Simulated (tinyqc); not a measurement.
# Double-gate transistor below threshold, two-dimensional Poisson equation on a small mesh: effect of the channel length

Half of a symmetric double-gate structure: row 0 is the mid-plane of the body, where the normal field vanishes. Mobile charge is neglected (subthreshold), the body is fully depleted, and potentials are counted from the intrinsic level; rows run upward to the gate, columns from source to drain.

Mesh: rows i = 0..12 in the semiconductor (step hs = tb/12, row 12 on the interface), then 8 step(s) ho = tox/8 up to the gate row 20; columns j = 0..80 (step hy = L/80). Box integration, divided by eps0: up_i = eps hy/h of the interval above row i, dn_i = that of the interval below (0 for row 0), lat_i = (sum of eps h/2 over the intervals above and below)/hy, s_i = -q Na w_i hy/eps0 with w_i the semiconductor height of the box (hs/2 for row 0 and the interface row, hs between, 0 in the insulator). Each free node obeys (up + dn + 2 lat) psi = up psi(above) + dn psi(below) + lat [psi(left) + psi(right)] + s. Fixed values: gate row Vg - Vfb; column 0 at Vbi and the last column at Vbi + Vd in the semiconductor, each running linearly to Vg - Vfb across the insulator. The system is solved directly. On row 0 the minimum of psi and its place come from a parabola through the three lowest nodes; barrier = Vbi - minimum, swing = Vt ln 10/(d psi/dVg), DIBL = (d psi/dVd)/(d psi/dVg) there. Lambda = pi/k with k the smallest positive root of tan(k tox) tan(k tb) = eox/eps_r.

Values chosen for this exercise; semiconductor permittivity close to that of gallium nitride: temperature T = 250 K; relative permittivity of the semiconductor eps_r = 9.48; relative permittivity of the insulator eox = 25; half the body thickness tb = 5 nm; insulator thickness tox = 7.2 nm; acceptor density of the depleted body Na = 5.2e17 cm^-3; potential of the source Vbi = 0.57 V; gate offset Vfb = -0.04 V; gate voltage Vg = 0.1 V; drain voltage Vd = 0.5 V.

Constants: q = 1.602176634e-19 C, kB = 1.380649e-23 J/K, Vt = kB T/q, eps0 = 8.8541878128e-14 F/cm where lengths are in cm. Results are converted to the units shown.

Result of one run:
```
L/Lambda  barrier (V)  place y/L  swing (mV/decade)  DIBL (mV/V)
1.099          0.1909     0.3773              89.53        234.1
```

Which channel length L gave this result: 21, 31, 37, 55 or 67 nm?

L = 21 nm.

The whole series:
```
L (nm)  L/Lambda  barrier (V)  place y/L  swing (mV/decade)  DIBL (mV/V)
17        0.8895       0.1063     0.3306              125.6        393.4
21         1.099       0.1909     0.3773              89.53        234.1
25         1.308       0.2600     0.4024              73.59        147.9
31         1.622       0.3339     0.4242              62.12        79.53
37         1.936       0.3808     0.4375              56.62        45.02
45         2.354       0.4168     0.4490              53.02        22.05
55         2.878       0.4387     0.4584              51.06        9.378
67         3.506       0.4495     0.4659              50.14        3.449
```

As L goes from 17 to 67 nm, the barrier rises from 0.106 to 0.449 V, the swing falls from 126 to 50.1 mV a decade and DIBL falls from 393 to 3.45 mV/V; the ideal swing is 49.6. L/Lambda goes from 0.89 to 3.5. Between the last two rows DIBL decays with a length of 12.0 nm; 2 Lambda/pi is 12.2 nm. At L = 17 nm the barrier is under 6 Vt, so mobile charge, neglected here, begins to count.

tinyqc, about 0.1 s, one thread, Intel Xeon 2.30GHz (shared host): `OMP_NUM_THREADS=1 python tinyqc.py 2480147 2480148 out.jsonl`
